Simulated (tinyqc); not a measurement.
Pi bands of a honeycomb layer in tight binding: sweeps and comparisons. A value that a table varies takes the place of the one given here.

Lattice vectors a (1,0) and a (1/2, sqrt3/2); f = exp(i ky a/sqrt3) + 2 cos(kx a/2) exp(-i ky a/(2 sqrt3)), w = |f|. H = [[D - t2 F, -t f], [., -D - t2 F]] with F = w^2 - 3, S = [[1, s0 f], [., 1]]; the levels solve det(H - E S) = 0. K = (4 pi/3a, 0), M = (pi/a, pi/(sqrt3 a)); w = 3, 1, 0 at Gamma, M, K.

Inputs chosen for the exercise (of the size used for hexagonal BN; not measured data): a = 2.5 angstrom (lattice constant); t = 3.03 eV (nearest hopping); t2 = 0 eV (second-neighbour hopping); s0 = 0 (overlap of neighbours); D = 3.07 eV (+D on A, -D on B).

## How far the cone holds

Upper and lower levels at distance q from K towards Gamma (-x) and towards M (+x), measured from 3 t2; cone: sqrt(D^2 + (hbar v q)^2), hbar v = (sqrt3/2) a (t + 3 t2 s0).

Levels (eV):

| q (1/angstrom) | cone | upper, to Gamma | lower, to Gamma | upper, to M | lower, to M |
|---|---|---|---|---|---|
| 0.02 | 3.0728 | 3.0728 | -3.0728 | 3.0728 | -3.0728 |
| 0.05 | 3.0875 | 3.0881 | -3.0881 | 3.0868 | -3.0868 |
| 0.10 | 3.1393 | 3.1440 | -3.1440 | 3.1341 | -3.1341 |
| 0.15 | 3.2238 | 3.2386 | -3.2386 | 3.2064 | -3.2064 |
| 0.20 | 3.3386 | 3.3711 | -3.3711 | 3.2977 | -3.2977 |
| 0.30 | 3.6467 | 3.7381 | -3.7381 | 3.5149 | -3.5149 |
| 0.40 | 4.0386 | 4.2142 | -4.2142 | 3.7452 | -3.7452 |
| 0.60 | 4.9918 | 5.3572 | -5.3572 | 4.1312 | -4.1312 |

At q = 0.2 the upper band lies +32 meV from the cone towards Gamma and -41 meV towards M; half their difference, 37 meV, is the trigonal warping, steeper towards Gamma, and their mean, -4 meV, comes from the bending of the band. All four values stay within 5 % of the cone up to q = 0.3. Upper and lower bands are mirror images.

## What each parameter does

Gap at K, difference at M, and the two levels at Gamma, from (e - E)^2 - D^2 - (t + s0 E)^2 w^2 = 0, e = -t2 (w^2 - 3). Each row changes one parameter from the base and keeps the others.

Results:

| case | gap at K (eV) | difference at M (eV) | lower at Gamma (eV) | upper at Gamma (eV) |
|---|---|---|---|---|
| base | 6.1400 | 8.6269 | -9.5944 | 9.5944 |
| t = 3.1815 eV | 6.1400 | 8.8424 | -10.0261 | 10.0261 |
| t2 = 0.05 eV | 6.1400 | 8.6269 | -9.8944 | 9.2944 |
| s0 = 0.03 | 6.1400 | 8.6327 | -8.8440 | 10.4935 |
| D = 3.17 eV | 6.3400 | 8.7704 | -9.6269 | 9.6269 |
| a = 2.55 angstrom | 6.1400 | 8.6269 | -9.5944 | 9.5944 |

The largest shifts from the base row, up to three for each result and ties (the steps differ in size, so this ranks the rows, not the parameters). gap at K (eV): D +0.2000; unchanged at the printed digits by t, t2, s0 and a. difference at M (eV): t +0.2155, D +0.1435, s0 +0.0058; unchanged at the printed digits by t2 and a. lower at Gamma (eV): s0 +0.7504, t -0.4317, t2 -0.3000; unchanged at the printed digits by a. upper at Gamma (eV): s0 +0.8991, t +0.4317, t2 -0.3000; unchanged at the printed digits by a. At points fixed by symmetry a drops out; the gap at K is 2D whatever the hoppings.

Program tinyqc; command `OMP_NUM_THREADS=1 python tinyqc.py 1450306 1450307 out.jsonl`; about 0.01 s on one thread of a shared Intel(R) Xeon(R) Processor @ 2.30GHz.
